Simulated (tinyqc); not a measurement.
Energy and delay of logic against supply voltage: optimum supplies against the temperature.

One expression serves below and above threshold: I(Vg) = Ik [ln(1 + exp((Vg - VT + dd V)/(al nf Vt)))]^al, with I_on = I(V) and I_off = I(0). Gate delay td = kd C V/I_on, clock period LD td. Per gate and cycle the switching energy is act C V^2 and the leakage energy I_off V LD td. No short-circuit current, no variation. Minima are sought above 0.09 V; below a few Vt gates no longer switch and the model has no meaning.

V_min minimises the energy and V_EDP the product of energy and td. VT, Ik and nf are held fixed.

Parameters, values chosen for the exercise; values of the order met in logic technologies:
```
symbol  value  unit                               meaning
VT       0.44     V  threshold voltage at zero drain bias
nf       1.41                                slope factor
dd       0.02         barrier lowering per volt of supply
Ik        1.1    uA            specific current of a gate
al        1.7                 exponent of the current law
C         2.7    fF            load capacitance of a gate
kd        0.7                                delay factor
LD         12                                 logic depth
act      0.05                             activity factor
```

Constants: q = 1.602176634e-19 C, kB = 1.380649e-23 J/K, Vt = kB T/q. Results are converted to the units shown.

Result of one run:

| T (K) | V_min (V) | energy at V_min (aJ) | leakage share (%) | clock at V_min (MHz) | V_EDP (V) | clock at V_EDP (GHz) |
|---|---|---|---|---|---|---|
| 220 | 0.1538 | 4.897 | 34.80 | 0.007910 | 0.9955 | 3.647 |

What becomes of these results when the temperature T is changed from 220 to 280 K, all else the same?

Result of the changed run:

| T (K) | V_min (V) | energy at V_min (aJ) | leakage share (%) | clock at V_min (MHz) | V_EDP (V) | clock at V_EDP (GHz) |
|---|---|---|---|---|---|---|
| 280 | 0.1958 | 7.964 | 35.03 | 0.2092 | 0.9954 | 2.420 |

The whole series:

| T (K) | V_min (V) | energy at V_min (aJ) | leakage share (%) | clock at V_min (MHz) | V_EDP (V) | clock at V_EDP (GHz) |
|---|---|---|---|---|---|---|
| 220 | 0.1538 | 4.897 | 34.80 | 0.007910 | 0.9955 | 3.647 |
| 250 | 0.1748 | 6.332 | 34.87 | 0.05000 | 0.9955 | 2.935 |
| 280 | 0.1958 | 7.964 | 35.03 | 0.2092 | 0.9954 | 2.420 |
| 310 | 0.2168 | 9.809 | 35.32 | 0.6517 | 0.9954 | 2.035 |
| 340 | 0.2378 | 11.89 | 35.79 | 1.631 | 0.9953 | 1.739 |

As T goes from 220 to 340, V_min rises from 0.154 to 0.238 V, the energy there rises from 4.90 to 11.9 aJ, the clock there rises from 0.00791 to 1.63 MHz and V_EDP stays near 0.995 V.

Computed by the program tinyqc: `OMP_NUM_THREADS=1 python tinyqc.py 2082166 2082167 out.jsonl`, one thread of a shared Intel Xeon 2.30GHz, about 0.01 s for the whole run.
